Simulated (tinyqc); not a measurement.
Valley splitting of a silicon quantum well in envelope theory, step by step. Values are carried at full precision from step to step, so a last printed digit may differ when a step is redone from the rounded ones.

Constants: hbar^2/2m0 = 3.80998211 eV angstrom^2; kB = 8.617333262e-05 eV/K.

Parameters, chosen for this exercise (near those of a strained Si well in SiGe; the results hold for these values, not for the real material): k0 = 0.837 2 pi/a (valley position); a = 5.431 angstrom (lattice constant); ml = 0.928 m0 (mass along z); F = 3.7 mV/nm (field pressing towards the upper interface); w = 0.7 angstrom (interface width parameter); L = 30 angstrom (well width); V0 = 0.21 eV (conduction offset); C0 = 0.283 (Bloch overlap factor); Yb = 0.3 (Ge share of the barrier); Yw = 0.02 (Ge share of the well); ad = 170 angstrom (dot radius).

## Wave number and lengths

q = 2 k0 (2 pi/a), its wavelength, the field length (c/(ml e F))^(1/3) with c = hbar^2/2m0 and 1 mV/nm = 1e-4 eV/angstrom, and the damping factor y/sinh(y), y = pi q w, of a step smoothed as 1/(1 + exp(z/w)).

q = 1.9367 1/angstrom
wavelength = 3.244 angstrom
field length = 22.3 angstrom
damping factor = 0.120

## The envelope

The well lies at 0 < z < L; U(z) = V0 [1/(1 + exp(z/w)) + 1/(1 + exp((L - z)/w))] - e F z, 1 mV/nm = 1e-4 eV/angstrom. The envelope psi solves -(c/ml) psi'' + U psi = E psi, c = hbar^2/2m0, by three-point differences on a grid of 0.1 angstrom from -40 to L + 40 angstrom. The two valleys at +/- k0 couple through D = C0 times the integral of exp(-i q z) U(z) psi^2, q = 2 k0 (2 pi/a), and split by Ev = 2|D|.

Two lowest levels, mean position, and psi^2 at both interfaces.

levels (meV): 21.77  98.94

<z> = 15.5 angstrom
psi^2 at z = 0 and L (1/angstrom): 0.00539  0.00708

The field makes psi^2 at the upper interface 1.31 times that at the lower one. The orbital spacing is 77.2 meV.

## Contributions to the coupling

Split D into the lower barrier, the upper barrier and the field term.

Parts of D (micro-eV):
```
part              real  imaginary    size
lower barrier   17.171     13.419  21.792
upper barrier  -17.875    -22.259  28.548
field term      -0.023     -0.041   0.047
```

## Valley splitting and phase

The inter-valley coupling D is the sum of the complex parts; Ev = 2|D|, the valley phase is arg D, and kB T equals Ev at T = Ev/kB.

Ev = 17.8 micro-eV
phase = -1.65 rad
T = 0.21 K

The upper barrier gives the largest part.

## Alloy disorder

Random alloy: with Y(z) = Yw + (Yb - Yw) B(z), B the bracket in U, and in-plane density exp(-r^2/ad^2)/(pi ad^2), D gains a random complex part of variance sigma^2 = (C0^2/pi)(a^2 V0/(8 ad (Yb - Yw)))^2 (4/a) times the integral of psi^4 Y (1 - Y). Alone it gives a mean splitting sqrt(pi) sigma; together with the smooth part the rms splitting is 2 sqrt(|D|^2 + sigma^2).

Give the integral, sigma, the mean splitting from disorder alone and the rms total.

integral = 0.000781 1/angstrom
sigma = 62.3 micro-eV
sqrt(pi) sigma = 110.4 micro-eV
rms splitting = 125.8 micro-eV

|D|/sigma = 0.14: disorder dominates, so the splitting scatters from dot to dot down to zero.

## Checks

- Lowest level for sharp walls and no field against the square well, meV: both 26.6.
- Size of one barrier part in that case against C0 V0 psi(0)^2/sqrt(q^2 + 4 kappa^2), micro-eV: both 1.9e+02.

tinyqc: `OMP_NUM_THREADS=1 python tinyqc.py 1250761 1250762 out.jsonl`; about 0.08 s, one thread, shared Intel(R) Xeon(R) Processor @ 2.30GHz.
